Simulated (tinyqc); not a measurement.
Nuclear against electronic stopping over energy: ion implantation: universal nuclear stopping, Lindhard-Scharff electronic stopping and a Gaussian range profile. Computed by tinyqc, a small Python program. Command: `OMP_NUM_THREADS=1 python tinyqc.py 3022257 3022258 out.jsonl implant walk`. One thread of a shared host (Intel(R) Xeon(R) Processor @ 2.30GHz), about 0.08 s of CPU time with the checks.

An ion slows by elastic collisions with screened nuclei and by friction with electrons; channelling is ignored and the target is uniform.

Inputs (values chosen for the exercise, modelled on nitrogen ions in silicon):

| quantity | value | unit |
|---|---|---|
| ion atomic number Z1 | 7 | - |
| ion mass M1 | 14 | u |
| target atomic number Z2 | 14 | - |
| target mass M2 | 28.09 | u |
| target density N | 49.94 | 1/nm^3 |
| scale factor of electronic stopping k | 1.4 | - |

Method:
- Reduced energy eps = 32.53 M2 E/(Z1 Z2 (M1 + M2)(Z1^0.23 + Z2^0.23)), E in keV; s_n = ln(1 + 1.1383 eps)/(2 (eps + 0.01321 eps^0.21226 + 0.19593 eps^0.5)) for eps up to 30 and ln(eps)/(2 eps) above; S_n = 8.462 Z1 Z2 M1 s_n/((M1 + M2)(Z1^0.23 + Z2^0.23)) in 1e-15 eV cm^2.
- S_e = k 3.83 Z1^(7/6) Z2/(Z1^(2/3) + Z2^(2/3))^(3/2) sqrt(E/M1) in 1e-15 eV cm^2, E in keV.
- Path length R = int_0^E dE'/(N (S_n + S_e)); energy lost to nuclei nu = int_0^E S_n/(S_n + S_e) dE' (both with E' = E y^3 and 64 Gauss-Legendre points in y).

Stopping (1e-15 eV cm^2) and range:

| E (keV) | eps | S_n | S_e | R (nm) | nu/E |
|---|---|---|---|---|---|
| 1 | 6.5168e-02 | 23.683 | 6.67 | 10.9 | 0.81047 |
| 2 | 1.3034e-01 | 26.772 | 9.43 | 16.9 | 0.78466 |
| 5 | 3.2584e-01 | 28.563 | 14.91 | 31.8 | 0.73103 |
| 10 | 6.5168e-01 | 27.392 | 21.08 | 53.4 | 0.66959 |
| 20 | 1.3034e+00 | 23.951 | 29.82 | 92.5 | 0.58501 |
| 50 | 3.2584e+00 | 17.323 | 47.14 | 193.9 | 0.44004 |
| 100 | 6.5168e+00 | 12.283 | 66.67 | 333.6 | 0.32148 |
| 200 | 1.3034e+01 | 8.142 | 94.29 | 554.5 | 0.21575 |
| 500 | 3.2584e+01 | 4.338 | 149.08 | 1024.3 | 0.11418 |

What follows from these numbers?

Nuclear stopping peaks near 5 keV among these rows (eps = 0.33; the universal curve peaks near 0.3). Electronic stopping overtakes it between 10 and 20 keV. The path length grows as E^0.63 at the low end and E^0.67 at the high end; constant stopping would give E^1, and stopping that rises with E, be it nuclear (below its peak) or electronic, gives a lower exponent.

Extremes, crossings and ranges named in words are read from the listed rows.
